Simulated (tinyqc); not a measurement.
Inside a calculation. Model: oxide trap near a transistor channel: two-state multiphonon kinetics, telegraph noise and bias instability. Computed by tinyqc, a small Python program that keeps every step. Command: `OMP_NUM_THREADS=1 python tinyqc.py 3028006 3028007 out.jsonl oxidetrap walk`. One thread of a shared host (Intel(R) Xeon(R) Processor @ 2.30GHz), about 0.01 s of CPU time with the checks. Intermediate numbers are printed to about 6 digits and carried at full precision; extremes and crossings named in words are read from the listed rows.

An n-channel device under positive gate bias. The trap is empty (state 1) or holds an electron (state 2); both states are parabolas of equal curvature, and the electron reservoir is taken at the Fermi level of the channel.

Inputs (values chosen for the exercise, with an insulator like Si3N4 on silicon):

| quantity | value | unit |
|---|---|---|
| insulator constant eps_ox | 7.05 | - |
| insulator thickness t_ox | 2.3 | nm |
| trap depth x from the interface | 0.35 | nm |
| tunnel barrier phi_b | 2.11 | eV |
| tunnelling mass m_ox | 0.37 | m_0 |
| trap level above E_F at zero field E_t | 0.17 | eV |
| relaxation energy E_R | 1.1 | eV |
| oxide field F | 3 | MV/cm |
| attempt rate k_0 at the interface | 2e+11 | 1/s |
| temperature T | 200 | K |
| channel width W | 450 | nm |
| channel length L | 150 | nm |
| frequency f | 300 | Hz |
| stress time t_s | 700 | s |
| trap density N_t | 4.2e+17 | cm^-3 eV^-1 |
| mean capture barrier mu_c | 1.2 | eV |
| spread of the barriers s_c | 0.34 | eV |
| saturation shift dV_max | 37 | mV |

Parts treated: one trap and an ensemble.

Constants: hbar^2/(2 m_0) = 3.80998212 eV angstrom^2; k_B = 8.617333262e-05 eV/K; e = 1.602176634e-19 C; eps_0 = 8.8541878128e-12 F/m.

## Tunnelling factor

kappa = sqrt(2 m_ox phi_b)/hbar = sqrt(m_ox phi_b/(hbar^2/2m_0)); attenuation length lambda = 1/(2 kappa); factor exp(-x/lambda) for a rectangular barrier.

kappa = 4.52669 1/nm

attenuation length lambda = 0.110456 nm

tunnelling factor = 0.0420590

## Barriers and time constants

E_21 = E_t - e F x is the energy of state 2 over state 1; barriers E_c = (E_R + E_21)^2/(4 E_R), E_e = E_c - E_21; tau_c = exp(E_c/k_B T)/(k_0 P), tau_e = exp(E_e/k_B T)/(k_0 P), P the tunnelling factor; occupation f_2 = tau_e/(tau_c + tau_e); 1/tau_0 = 1/tau_c + 1/tau_e.

E_21 = 0.065 eV

capture barrier E_c = 0.308460 eV

emission barrier E_e = 0.243460 eV

capture time tau_c = 0.00704639 s

emission time tau_e = 1.62196e-04 s

occupation f_2 = 0.0225003

tau_0 = 1.58546e-04 s

The trap is almost always empty at this bias.

## Step height and noise

Charge-sheet step dV = e (t_ox - x)/(eps_ox eps_0 W L); Lorentzian spectrum S(f) = 4 dV^2 tau_0^2/((tau_c + tau_e)(1 + (2 pi f tau_0)^2)); corner 1/(2 pi tau_0); variance dV^2 f_2 (1 - f_2) = dV^2 tau_0/(tau_c + tau_e).

threshold step dV = 0.0741487 mV

corner frequency = 1003.84 Hz

S(f) = 7.04004e-14 V^2/Hz

root-mean-square noise = 0.0109965 mV

f lies below the corner, on the flat part. Random dopants and current percolation, left out here, spread real steps around this value.

## Stress and recovery of one trap

From the zero-field occupation f(0), f(t) = f_2 + (f(0) - f_2) exp(-t/tau_0) under the field; after t_s the field is removed and f relaxes with the zero-field constants.

occupation at zero field = 5.20195e-05

tau_0 at zero field = 1.06755e-05 s

occupation after stress = 0.0225003

half-time of recovery = 7.39970e-06 s

## Bias dependence of the times

The formulas are those given above.

Against field:

| F (MV/cm) | E_21 (eV) | tau_c (s) | tau_e (s) | f_2 |
|---|---|---|---|---|
| 0.0 | 0.1700 | 0.205221 | 1.06761e-05 | 5.20195e-05 |
| 0.9 | 0.1385 | 0.072391 | 2.34229e-05 | 3.23454e-04 |
| 1.8 | 0.1070 | 0.026213 | 5.27514e-05 | 2.00838e-03 |
| 2.4 | 0.0860 | 0.013512 | 9.19625e-05 | 6.76004e-03 |
| 3.0 | 0.0650 | 0.007046 | 1.62196e-04 | 2.25003e-02 |
| 3.6 | 0.0440 | 0.003718 | 2.89413e-04 | 7.22256e-02 |
| 4.5 | 0.0125 | 0.001456 | 7.05031e-04 | 3.26231e-01 |

ln(tau_c/tau_e) falls by e x/k_B T = 2.031 per MV/cm, which measures the depth x if the change of surface potential with bias is left aside. Over these rows tau_c shortens by 2.15 decades and tau_e lengthens by 1.82; the shares differ because E_21 is not small against E_R.

## Many traps: 1/f noise

McWhorter number fluctuations for traps uniform in depth and energy: S_V = e^2 k_B T N_t lambda/(W L C_ox^2 f), C_ox = eps_ox eps_0/t_ox. The number of traps within k_B T in energy and one decade in time is N_t k_B T lambda ln(10) W L.

C_ox = 2.71400 microF/cm^2

1/f noise S_V(f) = 1.37600e-12 V^2/Hz

active traps per decade = 0.124268

With less than one active trap per decade a single device shows separate Lorentzians; 1/f is only the average over many devices. Caution: N_t k_B T lambda ln(10) W L, the number of active traps per decade, is below one, so S_V is only the mean over many devices.

## Many traps: shift under stress

For a normal spread of capture barriers (given for the stress field, with depth and field not resolved, k_0 being taken as the effective rate of the ensemble), traps with barrier below k_B T ln(k_0 t) are filled: dV(t) = (dV_max/2) erfc((mu_c - k_B T ln(k_0 t))/(sqrt(2) s_c)); local exponent n = d ln dV/d ln t (central difference, factor 1.01 in t).

filling front k_B T ln(k_0 t_s) = 0.561379 eV

shift after t_s = 1.11630 mV

local time exponent n = 0.114858

## Power law or saturation

The extrapolation continues the power law fitted through 10 s and 1000 s.

Against stress time:

| t (s) | shift (mV) | local exponent | power law (mV) | shift at T + 50 K (mV) |
|---|---|---|---|---|
| 1.00e-03 | 0.19335 | 0.145885 | 0.22381 | 0.37800 |
| 1.00e-01 | 0.36927 | 0.135134 | 0.38764 | 0.79018 |
| 1.00e+01 | 0.67138 | 0.124517 | 0.67138 | 1.53164 |
| 1.00e+03 | 1.16281 | 0.114053 | 1.16281 | 2.75730 |
| 1.00e+05 | 1.92000 | 0.103770 | 2.01397 | 4.61912 |
| 1.00e+07 | 3.02505 | 0.093699 | 3.48814 | 7.21797 |
| 3.00e+08 | 4.10904 | 0.086417 | 5.23325 | 9.61434 |

The exponent falls from 0.146 to 0.086 as the front climbs the distribution, so the power law overstates the shift at 3e8 s (about ten years) by a factor 1.27. Heating by 50 K raises the shift at 1000 s by a factor 2.37: time and temperature enter only through T ln(k_0 t).

Checks made by the program: detailed balance tau_c/tau_e = exp(E_21/k_B T) (relative difference below 1e-10); the integral of S(f) against the variance (relative difference below 1e-10).
